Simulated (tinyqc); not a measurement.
# Worked calculation: resistance of a circular point contact between the ballistic and the diffusive limit

Numbers from tinyqc (`OMP_NUM_THREADS=1 python tinyqc.py 2760094 2760095 out.jsonl`; about 0.01 s on one thread of a shared Intel Xeon 2.30GHz). Printed values are rounded.

Two half-spaces of a free-electron metal (one valley, spin 2) meet through a circular opening of radius a in an insulating sheet.

Values chosen for this exercise: free-electron density n = 3.4e22 cm^-3; mean free path l = 26 nm; radius of the opening a = 1.1 nm.

Constants: q = 1.602176634e-19 C, hbar = 1.054571817e-34 J s. Results are converted to the units shown.

## Fermi wave number and resistivity

kF = (3 pi^2 n)^(1/3), resistivity rho = hbar kF/(n q^2 l). Maxwell: RM = rho/(2 a); Sharvin: RS = 4 rho l/(3 pi a^2); interpolation R = RS + gamma RM, gamma = (1 + 0.83 K)/(1 + 1.33 K), K = l/a.

kF = 10.0223 1/nm
rho = 4.65768 uohm cm
modes (kF a)^2/4 = 30.3850

## Resistances

As before.

RM = 21.1713 ohm
RS = 424.763 ohm
gamma = 0.635650
R = 438.220 ohm

The Sharvin term makes up 96.9 % of R; it equals (h/2q^2) over the number of modes.
